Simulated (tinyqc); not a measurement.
Donor near an oxide interface in a gate field (two-state model): one step. Where the electron sits. Two cases, with inputs chosen for the exercise.

Problem. Give E_D, E_I, t, the splitting and the donor weight.

Interface at z = 0 (hard wall), donor at z = d, field F pulling electrons to the interface: potential e F z; 1 kV/cm = 1e-5 eV/angstrom, c = hbar^2/2m0, q = e^2/(4 pi eps0), Q = (eps - eo)/(eps + eo). Donor state: E_D = e F d - ED - q Q/(4 eps d), the last term joining the images of ion and electron. Interface state: z exp(-b z/2) exp(-rho^2/(2 L^2)) with E_z = c b^2/(4 mz) + 3 e F/b + q Q b/(8 eps), minimised over b; in the plane at z = 3/b the ion (distance D = d - 3/b) and its image (D' = d + 3/b) give E_rho = c/(mt L^2) - (q/eps)(sqrt(pi)/L)[erfcx(D/L) + Q erfcx(D'/L)], erfcx(x) = exp(x^2) erfc(x), minimised over L. E_I = E_z + E_rho.

The two states couple by t = t0 exp(-D/aD) with t0 = q/(eps aD) (2 aD/L) sqrt(aD b/2) v, v a valley factor; this form is an estimate. With detuning u = E_D - E_I the splitting is sqrt(u^2 + 4 t^2) and the lower state has weight (1 - u/sqrt(u^2 + 4 t^2))/2 on the donor.

Constants: hbar^2/2m0 = 3.80998211 eV angstrom^2; e^2/(4 pi eps0) = 14.39964547 eV angstrom.

Case 1.

Values chosen (near those of a donor in Si below SiO2, static dielectric constants; shifted at random, so the results belong to these values and not to a real crystal): d = 180 angstrom (depth of the donor); ED = 46 meV (bulk binding energy); mz = 0.929 m0 (mass across the interface); mt = 0.193 m0 (mass in the plane); eps = 11.2 (dielectric constant of the semiconductor); eo = 3.9 (dielectric constant of the oxide); aD = 18.8 angstrom (donor radius); v = 0.43 (valley factor); F = 36.8 kV/cm (field in the semiconductor).

Case 2.

Values chosen (near those of a donor in Si below SiO2, static dielectric constants; shifted at random, so the results belong to these values and not to a real crystal): d = 120 angstrom (depth of the donor); ED = 30.9 meV (bulk binding energy); mz = 0.918 m0 (mass across the interface); mt = 0.188 m0 (mass in the plane); eps = 11.4 (dielectric constant of the semiconductor); eo = 3.9 (dielectric constant of the oxide); aD = 15.8 angstrom (donor radius); v = 0.48 (valley factor); F = 37.7 kV/cm (field in the semiconductor).

Give: E_D, E_I; t; splitting; donor weight.

Solution.

Case 1.

E_D, E_I (meV): [19.38, 17.68]

t = 0.00506 meV
splitting = 1.69 meV
donor weight = 0.000

The electron is at the interface; the contact hyperfine coupling scales with the donor weight. With this t, the tunnelling time pi hbar/(2t) at a crossing would be 204 ps (hbar = 6.58212e-16 eV s); here the detuning is 335 t.

Case 2.

E_D, E_I (meV): [13.05, 14.12]

t = 0.0760 meV
splitting = 1.08 meV
donor weight = 0.995

The electron is on the donor; the contact hyperfine coupling scales with the donor weight. With this t, the tunnelling time pi hbar/(2t) at a crossing would be 13.6 ps (hbar = 6.58212e-16 eV s); here the detuning is 14.1 t.

Computed by tinyqc, one run a case: `OMP_NUM_THREADS=1 python tinyqc.py N N+1 out.jsonl` with N = 1281695, 1282110; one thread of a shared Intel(R) Xeon(R) Processor @ 2.30GHz, about 0.1 s a run at most.
